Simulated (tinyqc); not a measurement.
Inside a calculation (part 1 of 2). Method: RHF in the sto-3g basis, for BeH2, spin multiplicity 1. Computed by tinyqc, a small Python program that keeps every step (integrals from PySCF). Settings: charge = 0, multiplicity = 1, basis = sto-3g, energy threshold = 1e-08, iteration cap = 68, orthogonalisation = symmetric, start = highest core orbitals, DIIS depth = 8, method = RHF. Command: `OMP_NUM_THREADS=1 python tinyqc.py 26336 26337 out.jsonl` (the two numbers bound the seeds that draw the settings). One thread of a shared host (Intel(R) Xeon(R) Processor @ 2.60GHz), about 0.08 s of CPU time with the checks. Later iterations appear only in the table of the cycle.

## One-electron integrals

Geometry (angstrom):
```
atom         x          y         z
Be    0.000000   0.000000  0.000000
H     0.000000   1.531000  0.033000
H     0.000000  -1.531000  0.033000
```

Basis sto-3g: exponents (1/bohr^2) and contraction coefficients of normalised primitives:
```
element  l (shell)   exponent  coefficient
Be           s (1)  30.167871     0.154329
Be           s (1)   5.495115     0.535328
Be           s (1)   1.487193     0.444635
Be           s (2)   1.314833    -0.099967
Be           s (2)   0.305539     0.399513
Be           s (2)   0.099371     0.700115
Be           p (3)   1.314833     0.155916
Be           p (3)   0.305539     0.607684
Be           p (3)   0.099371     0.391957
H            s (1)   3.425251     0.154329
H            s (1)   0.623914     0.535328
H            s (1)   0.168855     0.444635
```

Overlap, kinetic and nuclear-attraction integrals over the contracted functions; the nuclear repulsion is the sum of Za Zb / Rab.

nuclear repulsion = 2.93731105 hartree

overlap S, order 1Be 1s, 1Be 2s, 1Be 2px, 1Be 2py, 1Be 2pz, 2H 1s, 3H 1s:
$$\begin{pmatrix}
1.000000 & 0.259517 & 0.000000 & 0.000000 & 0.000000 & 0.045635 & 0.045635 \\
0.259517 & 1.000000 & 0.000000 & 0.000000 & 0.000000 & 0.385091 & 0.385091 \\
0.000000 & 0.000000 & 1.000000 & 0.000000 & 0.000000 & 0.000000 & 0.000000 \\
0.000000 & 0.000000 & 0.000000 & 1.000000 & 0.000000 & 0.466648 & -0.466648 \\
0.000000 & 0.000000 & 0.000000 & 0.000000 & 1.000000 & 0.010058 & 0.010058 \\
0.045635 & 0.385091 & 0.000000 & 0.466648 & 0.010058 & 1.000000 & 0.016007 \\
0.045635 & 0.385091 & 0.000000 & -0.466648 & 0.010058 & 0.016007 & 1.000000
\end{pmatrix}$$

kinetic energy T (hartree), order 1Be 1s, 1Be 2s, 1Be 2px, 1Be 2py, 1Be 2pz, 2H 1s, 3H 1s:
$$\begin{pmatrix}
6.693975 & -0.033012 & 0.000000 & 0.000000 & 0.000000 & -0.012572 & -0.012572 \\
-0.033012 & 0.211111 & 0.000000 & 0.000000 & 0.000000 & 0.042923 & 0.042923 \\
0.000000 & 0.000000 & 0.660592 & 0.000000 & 0.000000 & 0.000000 & 0.000000 \\
0.000000 & 0.000000 & 0.000000 & 0.660592 & 0.000000 & 0.134881 & -0.134881 \\
0.000000 & 0.000000 & 0.000000 & 0.000000 & 0.660592 & 0.002907 & 0.002907 \\
-0.012572 & 0.042923 & 0.000000 & 0.134881 & 0.002907 & 0.760032 & -0.006116 \\
-0.012572 & 0.042923 & 0.000000 & -0.134881 & 0.002907 & -0.006116 & 0.760032
\end{pmatrix}$$

nuclear attraction V (hartree), order 1Be 1s, 1Be 2s, 1Be 2px, 1Be 2py, 1Be 2pz, 2H 1s, 3H 1s:
$$\begin{pmatrix}
-15.252215 & -2.078604 & 0.000000 & 0.000000 & -0.000594 & -0.363787 & -0.363787 \\
-2.078604 & -2.978331 & 0.000000 & 0.000000 & -0.005439 & -1.061617 & -1.061617 \\
0.000000 & 0.000000 & -2.896372 & 0.000000 & 0.000000 & 0.000000 & 0.000000 \\
0.000000 & 0.000000 & 0.000000 & -3.086792 & 0.000000 & -1.253930 & 1.253930 \\
-0.000594 & -0.005439 & 0.000000 & 0.000000 & -2.896460 & -0.027496 & -0.027496 \\
-0.363787 & -1.061617 & 0.000000 & -1.253930 & -0.027496 & -2.776794 & -0.052725 \\
-0.363787 & -1.061617 & 0.000000 & 1.253930 & -0.027496 & -0.052725 & -2.776794
\end{pmatrix}$$

core Hamiltonian H = T + V (hartree), order 1Be 1s, 1Be 2s, 1Be 2px, 1Be 2py, 1Be 2pz, 2H 1s, 3H 1s:
$$\begin{pmatrix}
-8.558240 & -2.111616 & 0.000000 & 0.000000 & -0.000594 & -0.376359 & -0.376359 \\
-2.111616 & -2.767221 & 0.000000 & 0.000000 & -0.005439 & -1.018694 & -1.018694 \\
0.000000 & 0.000000 & -2.235780 & 0.000000 & 0.000000 & 0.000000 & 0.000000 \\
0.000000 & 0.000000 & 0.000000 & -2.426200 & 0.000000 & -1.119048 & 1.119048 \\
-0.000594 & -0.005439 & 0.000000 & 0.000000 & -2.235868 & -0.024589 & -0.024589 \\
-0.376359 & -1.018694 & 0.000000 & -1.119048 & -0.024589 & -2.016762 & -0.058841 \\
-0.376359 & -1.018694 & 0.000000 & 1.119048 & -0.024589 & -0.058841 & -2.016762
\end{pmatrix}$$

## Two-electron integrals

Functions are numbered as in S; the eight-fold symmetry (ij|kl) = (ji|kl) = (kl|ij) leaves the list below.

Two-electron integrals (ij|kl) in chemists' order, unique and non-zero (hartree):
```
(11|11) 2.298831    (21|11) 0.392036    (21|21) 0.079539    (22|11) 0.570988
(22|21) 0.143041    (22|22) 0.417683    (31|31) 0.014607    (32|31) 0.021888
(32|32) 0.092265    (33|11) 0.569578    (33|21) 0.143083    (33|22) 0.417589
(33|33) 0.449859    (41|41) 0.014607    (42|41) 0.021888    (42|42) 0.092265
(43|43) 0.024249    (44|11) 0.569578    (44|21) 0.143083    (44|22) 0.417589
(44|33) 0.401360    (44|44) 0.449859    (51|51) 0.014607    (52|51) 0.021888
(52|52) 0.092265    (53|53) 0.024249    (54|54) 0.024249    (55|11) 0.569578
(55|21) 0.143083    (55|22) 0.417589    (55|33) 0.401360    (55|44) 0.401360
(55|55) 0.449859    (61|11) 0.068061    (61|21) 0.013801    (61|22) 0.025037
(61|33) 0.024864    (61|41) 0.001216    (61|42) 0.002300    (61|44) 0.025396
(61|51) 0.000026    (61|52) 0.000050    (61|54) 0.000011    (61|55) 0.024864
(61|61) 0.002510    (62|11) 0.175719    (62|21) 0.044721    (62|22) 0.143666
(62|33) 0.138093    (62|41) 0.005832    (62|42) 0.036751    (62|44) 0.154674
(62|51) 0.000126    (62|52) 0.000792    (62|54) 0.000357    (62|55) 0.138100
(62|61) 0.008586    (62|62) 0.075567    (63|31) 0.003965    (63|32) 0.018900
(63|43) 0.006249    (63|53) 0.000135    (63|63) 0.006652    (64|11) 0.192509
(64|21) 0.049567    (64|22) 0.166853    (64|33) 0.156981    (64|41) 0.009415
(64|42) 0.056975    (64|44) 0.186419    (64|51) 0.000117    (64|52) 0.000821
(64|54) 0.000500    (64|55) 0.156989    (64|61) 0.009911    (64|62) 0.099507
(64|64) 0.134817    (65|11) 0.004149    (65|21) 0.001068    (65|22) 0.003596
(65|33) 0.003384    (65|41) 0.000117    (65|42) 0.000821    (65|44) 0.003749
(65|51) 0.003967    (65|52) 0.018917    (65|54) 0.006257    (65|55) 0.003653
(65|61) 0.000214    (65|62) 0.002145    (65|64) 0.002763    (65|65) 0.006712
(66|11) 0.344095    (66|21) 0.089101    (66|22) 0.321558    (66|33) 0.298479
(66|41) 0.013175    (66|42) 0.108683    (66|44) 0.367408    (66|51) 0.000284
(66|52) 0.002343    (66|54) 0.001486    (66|55) 0.298511    (66|61) 0.017480
(66|62) 0.217788    (66|64) 0.303615    (66|65) 0.006544    (66|66) 0.774606
(71|11) 0.068061    (71|21) 0.013801    (71|22) 0.025037    (71|33) 0.024864
(71|41) -0.001216   (71|42) -0.002300   (71|44) 0.025396    (71|51) 0.000026
(71|52) 0.000050    (71|54) -0.000011   (71|55) 0.024864    (71|61) 0.002294
(71|62) 0.007248    (71|64) 0.007769    (71|65) 0.000182    (71|66) 0.014311
(71|71) 0.002510    (72|11) 0.175719    (72|21) 0.044721    (72|22) 0.143666
(72|33) 0.138093    (72|41) -0.005832   (72|42) -0.036751   (72|44) 0.154674
(72|51) 0.000126    (72|52) 0.000792    (72|54) -0.000357   (72|55) 0.138100
(72|61) 0.007248    (72|62) 0.037946    (72|64) 0.040586    (72|65) 0.001065
(72|66) 0.080280    (72|71) 0.008586    (72|72) 0.075567    (73|31) 0.003965
(73|32) 0.018900    (73|43) -0.006249   (73|53) 0.000135    (73|63) 0.002578
(73|73) 0.006652    (74|11) -0.192509   (74|21) -0.049567   (74|22) -0.166853
(74|33) -0.156981   (74|41) 0.009415    (74|42) 0.056975    (74|44) -0.186419
(74|51) -0.000117   (74|52) -0.000821   (74|54) 0.000500    (74|55) -0.156989
(74|61) -0.007769   (74|62) -0.040586   (74|64) -0.042227   (74|65) -0.001123
(74|66) -0.085473   (74|71) -0.009911   (74|72) -0.099507   (74|74) 0.134817
(75|11) 0.004149    (75|21) 0.001068    (75|22) 0.003596    (75|33) 0.003384
(75|41) -0.000117   (75|42) -0.000821   (75|44) 0.003749    (75|51) 0.003967
(75|52) 0.018917    (75|54) -0.006257   (75|55) 0.003653    (75|61) 0.000182
(75|62) 0.001065    (75|64) 0.001123    (75|65) 0.002608    (75|66) 0.002298
(75|71) 0.000214    (75|72) 0.002145    (75|74) -0.002763   (75|75) 0.006712
(76|11) 0.009928    (76|21) 0.002457    (76|22) 0.006967    (76|33) 0.006870
(76|44) 0.007156    (76|51) 0.000014    (76|52) 0.000071    (76|55) 0.006871
(76|61) 0.000432    (76|62) 0.002458    (76|64) 0.002894    (76|65) 0.000077
(76|66) 0.005637    (76|71) 0.000432    (76|72) 0.002458    (76|74) -0.002894
(76|75) 0.000077    (76|76) 0.000118    (77|11) 0.344095    (77|21) 0.089101
(77|22) 0.321558    (77|33) 0.298479    (77|41) -0.013175   (77|42) -0.108683
(77|44) 0.367408    (77|51) 0.000284    (77|52) 0.002343    (77|54) -0.001486
(77|55) 0.298511    (77|61) 0.014311    (77|62) 0.080280    (77|64) 0.085473
(77|65) 0.002298    (77|66) 0.172813    (77|71) 0.017480    (77|72) 0.217788
(77|74) -0.303615   (77|75) 0.006544    (77|76) 0.005637    (77|77) 0.774606
```

## Orthogonalisation

S = U s U^T; symmetric (Loewdin) form X = U s^(-1/2) U^T, so that X^T S X = 1.

eigenvalues of S: [0.332008, 0.426272, 0.952226, 1.000000, 1.000781, 1.636728, 1.651985]

X, order 1Be 1s, 1Be 2s, 1Be 2px, 1Be 2py, 1Be 2pz, 2H 1s, 3H 1s:
$$\begin{pmatrix}
1.028568 & -0.151333 & 0.000000 & 0.000000 & -0.000400 & 0.020853 & 0.020853 \\
-0.151333 & 1.175475 & 0.000000 & 0.000000 & 0.003790 & -0.241748 & -0.241748 \\
0.000000 & 0.000000 & 1.000000 & 0.000000 & 0.000000 & 0.000000 & 0.000000 \\
0.000000 & 0.000000 & 0.000000 & 1.250962 & 0.000000 & -0.338493 & 0.338493 \\
-0.000400 & 0.003790 & 0.000000 & 0.000000 & 1.000096 & -0.006179 & -0.006179 \\
0.020853 & -0.241748 & 0.000000 & -0.338493 & -0.006179 & 1.198056 & -0.064518 \\
0.020853 & -0.241748 & 0.000000 & 0.338493 & -0.006179 & -0.064518 & 1.198056
\end{pmatrix}$$

## Starting guess

The start is the highest orbitals of the core Hamiltonian (a deliberately bad start); D = 2 C_occ C_occ^T.

D at the start, order 1Be 1s, 1Be 2s, 1Be 2px, 1Be 2py, 1Be 2pz, 2H 1s, 3H 1s:
$$\begin{pmatrix}
0.023860 & -0.163162 & 0.000000 & 0.000000 & 0.011261 & 0.181961 & 0.181961 \\
-0.163162 & 1.116600 & 0.000000 & 0.000000 & -0.035881 & -1.246739 & -1.246739 \\
0.000000 & 0.000000 & 0.000000 & 0.000000 & 0.000000 & 0.000000 & 0.000000 \\
0.000000 & 0.000000 & 0.000000 & 1.467798 & 0.000000 & -1.634956 & 1.634956 \\
0.011261 & -0.035881 & 0.000000 & 0.000000 & 1.998792 & -0.031992 & -0.031992 \\
0.181961 & -1.246739 & 0.000000 & -1.634956 & -0.031992 & 3.215795 & -0.426506 \\
0.181961 & -1.246739 & 0.000000 & 1.634956 & -0.031992 & -0.426506 & 3.215795
\end{pmatrix}$$

## Iteration 1: building the Fock matrix

J_ij = sum D_kl (ij|kl), K_ij = sum D_kl (ik|jl); F = H + J - 0.5 K; E = tr D H + tr D J / 2 - 0.25 tr D K + E_nn.

Coulomb J (hartree), order 1Be 1s, 1Be 2s, 1Be 2px, 1Be 2py, 1Be 2pz, 2H 1s, 3H 1s:
$$\begin{pmatrix}
2.657322 & 0.672819 & 0.000000 & 0.000000 & -0.001312 & 0.118344 & 0.118344 \\
0.672819 & 2.153249 & 0.000000 & 0.000000 & -0.002824 & 0.873881 & 0.873881 \\
0.000000 & 0.000000 & 2.040742 & 0.000000 & 0.000000 & 0.000000 & 0.000000 \\
0.000000 & 0.000000 & 0.000000 & 2.280131 & 0.000000 & 1.088795 & -1.088795 \\
-0.001312 & -0.002824 & 0.000000 & 0.000000 & 2.137762 & 0.022508 & 0.022508 \\
0.118344 & 0.873881 & 0.000000 & 1.088795 & 0.022508 & 2.511359 & 0.036722 \\
0.118344 & 0.873881 & 0.000000 & -1.088795 & 0.022508 & 0.036722 & 2.511359
\end{pmatrix}$$

exchange K (hartree), order 1Be 1s, 1Be 2s, 1Be 2px, 1Be 2py, 1Be 2pz, 2H 1s, 3H 1s:
$$\begin{pmatrix}
0.053314 & 0.056276 & 0.000000 & 0.000000 & -0.001657 & 0.000042 & 0.000042 \\
0.056276 & 0.270747 & 0.000000 & 0.000000 & -0.027958 & 0.137867 & 0.137867 \\
0.000000 & 0.000000 & 0.088623 & 0.000000 & 0.000000 & 0.000000 & 0.000000 \\
0.000000 & 0.000000 & 0.000000 & 0.211618 & 0.000000 & 0.243385 & -0.243385 \\
-0.001657 & -0.027958 & 0.000000 & 0.000000 & 0.939098 & 0.001799 & 0.001799 \\
0.000042 & 0.137867 & 0.000000 & 0.243385 & 0.001799 & 1.252914 & 0.014651 \\
0.000042 & 0.137867 & 0.000000 & -0.243385 & 0.001799 & 0.014651 & 1.252914
\end{pmatrix}$$

Fock matrix F (hartree), order 1Be 1s, 1Be 2s, 1Be 2px, 1Be 2py, 1Be 2pz, 2H 1s, 3H 1s:
$$\begin{pmatrix}
-5.927575 & -1.466935 & 0.000000 & 0.000000 & -0.001077 & -0.258036 & -0.258036 \\
-1.466935 & -0.749345 & 0.000000 & 0.000000 & 0.005716 & -0.213747 & -0.213747 \\
0.000000 & 0.000000 & -0.239349 & 0.000000 & 0.000000 & 0.000000 & 0.000000 \\
0.000000 & 0.000000 & 0.000000 & -0.251878 & 0.000000 & -0.151946 & 0.151946 \\
-0.001077 & 0.005716 & 0.000000 & 0.000000 & -0.567655 & -0.002980 & -0.002980 \\
-0.258036 & -0.213747 & 0.000000 & -0.151946 & -0.002980 & -0.131860 & -0.029444 \\
-0.258036 & -0.213747 & 0.000000 & 0.151946 & -0.002980 & -0.029444 & -0.131860
\end{pmatrix}$$

total energy of this density = -3.25409182 hartree

## Iteration 1: diagonalisation and new density

Diagonalise F' = X^T F X, C = X C', fill 3 alpha and 3 beta electrons from the bottom; D = 2 C_occ C_occ^T. Each column has its largest component positive (the first on a tie).

F' = X^T F X (hartree):
$$\begin{pmatrix}
-5.851151 & -0.645786 & 0.000000 & 0.000000 & -0.001915 & -0.051216 & -0.051216 \\
-0.645786 & -0.462849 & 0.000000 & 0.000000 & 0.006489 & -0.076757 & -0.076757 \\
0.000000 & 0.000000 & -0.239349 & 0.000000 & 0.000000 & 0.000000 & 0.000000 \\
0.000000 & 0.000000 & 0.000000 & -0.160273 & 0.000000 & -0.124382 & 0.124382 \\
-0.001915 & 0.006489 & 0.000000 & 0.000000 & -0.567649 & -0.001041 & -0.001041 \\
-0.051216 & -0.076757 & 0.000000 & -0.124382 & -0.001041 & -0.010841 & -0.049611 \\
-0.051216 & -0.076757 & 0.000000 & 0.124382 & -0.001041 & -0.049611 & -0.010841
\end{pmatrix}$$

orbital energies (hartree): MO1 -5.928690, MO2 -0.567905, MO3 -0.414061, MO4 -0.262856, MO5 -0.239349, MO6 -0.031446, MO7 0.141354

coefficients C, order 1Be 1s, 1Be 2s, 1Be 2px, 1Be 2py, 1Be 2pz, 2H 1s, 3H 1s:
$$\begin{pmatrix}
1.003950 & 0.009994 & -0.256994 & 0.000000 & 0.000000 & 0.087527 & 0.000000 \\
-0.016961 & -0.041236 & 1.048446 & 0.000000 & 0.000000 & -0.648316 & 0.000000 \\
0.000000 & 0.000000 & 0.000000 & 0.000000 & 1.000000 & 0.000000 & 0.000000 \\
0.000000 & 0.000000 & 0.000000 & 0.839470 & 0.000000 & 0.000000 & 1.043720 \\
0.000139 & 0.999201 & 0.040546 & 0.000000 & 0.000000 & -0.015406 & 0.000000 \\
0.003841 & -0.000495 & -0.017654 & 0.157353 & 0.000000 & 0.837283 & -0.941734 \\
0.003841 & -0.000495 & -0.017654 & -0.157353 & 0.000000 & 0.837283 & 0.941734
\end{pmatrix}$$

D after iteration 1, order 1Be 1s, 1Be 2s, 1Be 2px, 1Be 2py, 1Be 2pz, 2H 1s, 3H 1s:
$$\begin{pmatrix}
2.148125 & -0.573768 & 0.000000 & 0.000000 & -0.000589 & 0.016777 & 0.016777 \\
-0.573768 & 2.202454 & 0.000000 & 0.000000 & 0.002610 & -0.037108 & -0.037108 \\
0.000000 & 0.000000 & 0.000000 & 0.000000 & 0.000000 & 0.000000 & 0.000000 \\
0.000000 & 0.000000 & 0.000000 & 0.000000 & 0.000000 & 0.000000 & 0.000000 \\
-0.000589 & 0.002610 & 0.000000 & 0.000000 & 2.000093 & -0.002419 & -0.002419 \\
0.016777 & -0.037108 & 0.000000 & 0.000000 & -0.002419 & 0.000653 & 0.000653 \\
0.016777 & -0.037108 & 0.000000 & 0.000000 & -0.002419 & 0.000653 & 0.000653
\end{pmatrix}$$

## Iteration 2: building the Fock matrix

As before.

Coulomb J (hartree), order 1Be 1s, 1Be 2s, 1Be 2px, 1Be 2py, 1Be 2pz, 2H 1s, 3H 1s:
$$\begin{pmatrix}
6.863992 & 1.346488 & 0.000000 & 0.000000 & 0.000042 & 0.234243 & 0.234243 \\
1.346488 & 2.798305 & 0.000000 & 0.000000 & 0.000162 & 0.911071 & 0.911071 \\
0.000000 & 0.000000 & 2.763349 & 0.000000 & 0.000000 & 0.000000 & 0.000000 \\
0.000000 & 0.000000 & 0.000000 & 2.761011 & 0.000000 & 1.028569 & -1.028569 \\
0.000042 & 0.000162 & 0.000000 & 0.000000 & 2.860348 & 0.022745 & 0.022745 \\
0.234243 & 0.911071 & 0.000000 & 1.028569 & 0.022745 & 1.921722 & 0.047265 \\
0.234243 & 0.911071 & 0.000000 & -1.028569 & 0.022745 & 0.047265 & 1.921722
\end{pmatrix}$$

exchange K (hartree), order 1Be 1s, 1Be 2s, 1Be 2px, 1Be 2py, 1Be 2pz, 2H 1s, 3H 1s:
$$\begin{pmatrix}
4.695219 & 0.828913 & 0.000000 & 0.000000 & 0.000005 & 0.145948 & 0.145948 \\
0.828913 & 1.092998 & 0.000000 & 0.000000 & 0.000192 & 0.329470 & 0.329470 \\
0.000000 & 0.000000 & 0.255441 & 0.000000 & 0.000000 & 0.000000 & 0.000000 \\
0.000000 & 0.000000 & 0.000000 & 0.250261 & 0.000000 & 0.085578 & -0.085578 \\
0.000005 & 0.000192 & 0.000000 & 0.000000 & 1.106664 & 0.008447 & 0.008447 \\
0.145948 & 0.329470 & 0.000000 & 0.085578 & 0.008447 & 0.160145 & 0.079868 \\
0.145948 & 0.329470 & 0.000000 & -0.085578 & 0.008447 & 0.079868 & 0.160145
\end{pmatrix}$$

Fock matrix F (hartree), order 1Be 1s, 1Be 2s, 1Be 2px, 1Be 2py, 1Be 2pz, 2H 1s, 3H 1s:
$$\begin{pmatrix}
-4.041857 & -1.179585 & 0.000000 & 0.000000 & -0.000554 & -0.215090 & -0.215090 \\
-1.179585 & -0.515415 & 0.000000 & 0.000000 & -0.005373 & -0.272358 & -0.272358 \\
0.000000 & 0.000000 & 0.399849 & 0.000000 & 0.000000 & 0.000000 & 0.000000 \\
0.000000 & 0.000000 & 0.000000 & 0.209680 & 0.000000 & -0.133268 & 0.133268 \\
-0.000554 & -0.005373 & 0.000000 & 0.000000 & 0.071147 & -0.006067 & -0.006067 \\
-0.215090 & -0.272358 & 0.000000 & -0.133268 & -0.006067 & -0.175113 & -0.051510 \\
-0.215090 & -0.272358 & 0.000000 & 0.133268 & -0.006067 & -0.051510 & -0.175113
\end{pmatrix}$$

total energy of this density = -14.41275481 hartree

## Iteration 2: DIIS over 2 matrices

error matrix X^T (FDS - SDF) X:
$$\begin{pmatrix}
0.000000 & 0.036561 & 0.000000 & 0.000000 & 0.000717 & -0.115040 & -0.115040 \\
-0.036561 & 0.000000 & 0.000000 & 0.000000 & 0.001405 & 0.339391 & 0.339391 \\
0.000000 & 0.000000 & 0.000000 & 0.000000 & 0.000000 & 0.000000 & 0.000000 \\
0.000000 & 0.000000 & 0.000000 & 0.000000 & 0.000000 & 0.000000 & 0.000000 \\
-0.000717 & -0.001405 & 0.000000 & 0.000000 & 0.000000 & 0.011073 & 0.011073 \\
0.115040 & -0.339391 & 0.000000 & 0.000000 & -0.011073 & 0.000000 & 0.000000 \\
0.115040 & -0.339391 & 0.000000 & 0.000000 & -0.011073 & 0.000000 & 0.000000
\end{pmatrix}$$

B (overlaps of the stored error matrices):
$$\begin{pmatrix}
6.2608661e-02 & 6.5420712e-02 \\
6.5420712e-02 & 5.1685148e-01
\end{pmatrix}$$

Minimise |sum c_i e_i|^2 with sum c_i = 1: solve [B -1; -1 0][c; lambda] = [0; -1] with B_ij = tr e_i^T e_j, and take F = sum c_i F_i.

DIIS coefficients: [1.006268, -0.006268]

extrapolated F (hartree), order 1Be 1s, 1Be 2s, 1Be 2px, 1Be 2py, 1Be 2pz, 2H 1s, 3H 1s:
$$\begin{pmatrix}
-5.939395 & -1.468736 & 0.000000 & 0.000000 & -0.001080 & -0.258305 & -0.258305 \\
-1.468736 & -0.750811 & 0.000000 & 0.000000 & 0.005785 & -0.213380 & -0.213380 \\
0.000000 & 0.000000 & -0.243356 & 0.000000 & 0.000000 & 0.000000 & 0.000000 \\
0.000000 & 0.000000 & 0.000000 & -0.254771 & 0.000000 & -0.152063 & 0.152063 \\
-0.001080 & 0.005785 & 0.000000 & 0.000000 & -0.571659 & -0.002961 & -0.002961 \\
-0.258305 & -0.213380 & 0.000000 & -0.152063 & -0.002961 & -0.131589 & -0.029306 \\
-0.258305 & -0.213380 & 0.000000 & 0.152063 & -0.002961 & -0.029306 & -0.131589
\end{pmatrix}$$
